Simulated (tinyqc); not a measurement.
Inside a calculation: standing waves and exposure in a photoresist film. Values are carried at full precision from step to step, so a last printed digit may differ when a step is redone from the rounded ones.

Normal incidence from air. Unexposed resist: N1 = n1 + i k1 with k1 = (A + B) lam/(4 pi), lam in micrometres. r01 = (1 - N1)/(1 + N1), t01 = 2/(1 + N1). Substrate Ns = ns + i ks: r12 = (N1 - Ns)/(N1 + Ns). With p = exp(2 pi i N1 d/lam), the field at depth z is E(z) = t01 [exp(2 pi i N1 z/lam) + r12 p^2 exp(-2 pi i N1 z/lam)]/(1 + r01 r12 p^2), the relative intensity I(z) = n1 |E(z)|^2 and the reflectance R = |(r01 + r12 p^2)/(1 + r01 r12 p^2)|^2.

Parameters, chosen for this exercise (a resist on Si, indices near tabulated ones; shifted at random, so the results belong to these values and not to a real crystal):

| symbol | value | unit | meaning |
|---|---|---|---|
| lam | 248 | nm | vacuum wavelength |
| n1 | 1.739 |  | resist index |
| A | 0.09 | 1/micrometre | bleachable absorption (Dill A) |
| B | 0.85 | 1/micrometre | fixed absorption (Dill B) |
| d | 566 | nm | resist thickness |
| ns | 1.549 |  | substrate n |
| ks | 3.658 |  | substrate k |
| C | 0.035 | cm^2/mJ | exposure rate (Dill C) |
| D | 20 | mJ/cm^2 | incident dose |
| Ld | 20 | nm | diffusion length of the post-exposure bake |

## Interface coefficients

Form N1, r01, t01 and r12.

N1 = 1.73900+0.01855i
r01 = -0.2698-0.0049i
t01 = 0.7302-0.0049i
r12 = -0.5243-0.5206i
|r12|^2 = 0.5459

Next to the bottom the intensity swings by a factor ((1 + |r12|)/(1 - |r12|))^2 = 44.3 between antinode and node.

## Round trip and reflectance

Form p^2, the denominator and R; the period of the standing wave is lam/(2 n1).

p^2 = 0.5430-0.2241i
1 + r01 r12 p^2 = 1.1075+0.0465i
R = 0.3902
period = 71.31 nm

The film holds 7.94 periods.

## Intensity and exposure over the lowest period

Nine depths from d - period to d. Without bleaching during the exposure the share of unexposed compound is m = exp(-C D I).

Profile:

| z (nm) | I | m |
|---|---|---|
| 494.7 | 0.235 | 0.848 |
| 503.6 | 0.043 | 0.970 |
| 512.5 | 0.235 | 0.848 |
| 521.4 | 0.697 | 0.614 |
| 530.3 | 1.157 | 0.445 |
| 539.3 | 1.346 | 0.390 |
| 548.2 | 1.150 | 0.447 |
| 557.1 | 0.685 | 0.619 |
| 566.0 | 0.220 | 0.857 |

I runs from 0.043 to 1.346 on these points, so m runs from 0.390 to 0.970; the least exposed point listed lies 62.4 nm above the bottom.

## Smoothing by the bake

Gaussian diffusion of length Ld multiplies a cosine of period L by exp(-2 pi^2 Ld^2/L^2). Give that factor, and the Ld that leaves 10 %.

factor = 0.212
Ld for 10 % = 24.35 nm

## Checks

- R against the transfer-matrix product: both 0.39022.
- Absorption (A + B) d times the mean of I against 1 - R - T: both 0.413.

(tinyqc, `OMP_NUM_THREADS=1 python tinyqc.py 1682367 1682368 out.jsonl`, Intel(R) Xeon(R) Processor @ 2.30GHz, 1 thread, shared host, about 0.01 s.)
